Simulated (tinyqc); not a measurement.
Inside a calculation. Method: exchange-only LDA atom on a uniform radial grid, spin-unpolarised, for He. Computed by tinyqc, a small Python program that keeps every step. Settings: Z = 2, points = 192, R = 8.3, functional = Slater exchange alone, mixing = 0.2, iteration cap = 61. Command: `OMP_NUM_THREADS=1 python tinyqc.py 24169 24170 out.jsonl` (the two numbers bound the seeds that draw the settings). One thread of a shared host (Intel(R) Xeon(R) Processor @ 2.60GHz), about 0.4 s of CPU time with the checks.

Spherical atom on a uniform radial grid r_j = j h with h = R/(N + 1), h sum u^2 = 1 and integrals as h times sums, u(0) = u(R) = 0 (atomic units):
```
parameter           value
Z                       2
points N              192
R                8.300000
h                0.043005
mixing           0.200000
electrons in 1s         2
```

Three-point differences turn -u''/2 + [l(l+1)/2r^2 - Z/r + V] u = e u into a tridiagonal matrix (diagonal 1/h^2 + potential, off-diagonal -1/2h^2). D = sum f u^2; the Hartree potential y/r solves y'' = -D/r with y(0) = 0, y(R) = N_e; v_xc comes from rho = D/(4 pi r^2); E = sum f e - int D V + int D (V_H/2 + eps_xc); V(new) = V + mixing (V_H + v_xc - V).

Stop when input and output potentials agree to 1e-7.

Course of the cycle (hartree):
```
iteration           E     e(1s)  largest |V(out) - V(in)|
1          -2.5653078  -1.99631                  2.44e+00
2          -2.6219663  -1.64262                  1.85e+00
3          -2.6590624  -1.37364                  1.39e+00
4          -2.6826197  -1.16924                  1.04e+00
5          -2.6971392  -1.01398                  7.78e-01
6          -2.7058391  -0.89605                  5.79e-01
7          -2.7109196  -0.80644                  4.30e-01
8          -2.7138204  -0.73831                  3.20e-01
9          -2.7154457  -0.68645                  2.38e-01
10         -2.7163427  -0.64693                  1.78e-01
11         -2.7168324  -0.61674                  1.34e-01
...               ...       ...                       ...
51         -2.7174108  -0.51522                  1.01e-05
52         -2.7174108  -0.51521                  8.03e-06
53         -2.7174108  -0.51521                  6.40e-06
54         -2.7174108  -0.51521                  5.10e-06
55         -2.7174108  -0.51521                  4.06e-06
56         -2.7174108  -0.51521                  3.24e-06
57         -2.7174108  -0.51521                  2.58e-06
58         -2.7174108  -0.51521                  2.06e-06
59         -2.7174108  -0.51521                  1.64e-06
60         -2.7174108  -0.51521                  1.31e-06
61         -2.7174108  -0.51521                  1.04e-06
```

Can the last value be used, and what does the course show?

Not by the stop rule, although the second column moves by less than 1e-07 over the last three steps; and the uniform grid itself carries an error of order h^2 at the cusp, far above the threshold. Not converged within 61 iterations: the residual falls steadily but slowly, by a factor of about 0.80 a step. Reruns (cap 100 unless said): mixing 0.3: converged in 45; mixing 0.6: converged in 19; the original settings with a cap of 400: converged in 72. Even converged, this uniform grid resolves the cusp poorly and misses the energy of the atom.
